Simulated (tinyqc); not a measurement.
## Gain factor and gap resistance from two string resistances

Question. At small bit-line voltage each of the 48 cells has the resistance 1/(K x) at overdrive x (no mobility reduction) in series with a gap resistance Rg. Find K, Rg and the share of the gaps at the higher overdrive.

resistance of a string of 48 equal cells at overdrives of 3.2 and 8.9 V (kohm): 1105  704.71910

Solution. The resistance per cell is a straight line in 1/x with slope 1/K and intercept Rg.

K = 24.00 uA/V^2
Rg = 10.00 kohm
share of the gaps = 68.11 %

tinyqc, about 0.7 s, one thread, Intel Xeon 2.30GHz (shared host): `OMP_NUM_THREADS=1 python tinyqc.py 2142052 2142053 out.jsonl`
